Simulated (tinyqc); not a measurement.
Tersoff bond-order potential: one step, computed by the program tinyqc. Command: `OMP_NUM_THREADS=1 python tinyqc.py 3020731 3020732 out.jsonl tersoff walk`. One thread of a shared host (Intel(R) Xeon(R) Processor @ 2.30GHz), about 0.01 s of CPU time with the checks.

E = (1/2) sum_(i, j != i) [A exp(-lambda r_ij) - b_ij B exp(-mu r_ij)], b_ij = (1 + (beta zeta_ij)^n)^(-1/(2n)), zeta_ij = sum_(k != i, j) g(theta_ijk), g = 1 + c^2/d^2 - c^2/(d^2 + (h - cos theta)^2), with theta at atom i. Only nearest neighbours count (cut-off function 1 for them, 0 beyond).

Question. An open trimer. Atom 1 binds atoms 2 and 3, which do not interact. b_12 = b_13 follow from zeta = g(theta); b_21 = b_31 = 1. E = sum over the two bonds of A exp(-lambda r) - (b + 1)/2 B exp(-mu r).

Inputs (values chosen for the exercise, modelled on germanium):
```
quantity                 value        unit
A                         1789          eV
B                       423.84          eV
lambda                  2.4451  1/angstrom
mu                      1.7047  1/angstrom
beta                   8.5e-07           -
n                       0.7531           -
c                       107300           -
d                        15.64           -
h                      -0.4271           -
bond length r_12          2.48    angstrom
bond length r_13          2.38    angstrom
angle theta at atom 1      154     degrees
```

Give: g(theta); bond order b_12; repulsive terms; attractive terms B exp(-mu r); energy of the trimer.

Answer.

g(theta) = 42775

bond order b_12 = 0.9488

repulsive terms (eV): 4.160  5.313

attractive terms B exp(-mu r) (eV): 6.182  7.331

energy of the trimer = -3.695 eV

g is least (g = 1) at cos theta = h, 115.3 degrees, wider than the tetrahedral 109.47.
